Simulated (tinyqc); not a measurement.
# Thickness of the second layer from the transmission

Question. A two-layer stack carries the voltage V: F1 = V/(t1 + t2 eps1/eps2), F2 = F1 eps1/eps2; U = phi1 - F1 x in layer 1 and phi2 - F1 t1 - F2 (x - t1) in layer 2. T = exp(-S) at E = 0, C = hbar^2/(2 m0). Each layer adds (2/F) sqrt(m/C) [G(u at its left edge) - G(u at its right edge)] to S, with u = U - E (0 where negative) and G(u) = (2/3) u^1.5. Find t2, known to lie between 0.3 and 6 nm, and F1.

Parameters, values chosen for the exercise:
- phi1 = 2.53 eV (barrier of layer 1 above the emitter Fermi level at zero bias)
- m1 = 0.4 m0 (tunnelling mass of layer 1)
- t1 = 1.2 nm (thickness of layer 1)
- eps1 = 9.25 (relative permittivity of layer 1)
- phi2 = 1.45 eV (barrier of layer 2 at zero bias)
- m2 = 0.2 m0 (tunnelling mass of layer 2)
- eps2 = 22.2 (relative permittivity of layer 2)
- V = 0.4 V (voltage across the dielectric)

Constants: q = 1.602176634e-19 C, hbar = 1.054571817e-34 J s, m0 = 9.1093837015e-31 kg, hbar^2/(2 m0) = 0.0380998212 eV nm^2. Results are converted to the units shown.

T at E = 0 = 4.6506491e-13

Solution. Over that range S rises steadily with t2, so S = -ln T has one root, found by bisection.

t2 = 3.300 nm
F1 = 1.553 MV/cm

Numbers from tinyqc (`OMP_NUM_THREADS=1 python tinyqc.py 2540036 2540037 out.jsonl`; about 0.03 s on one thread of a shared Intel Xeon 2.30GHz).
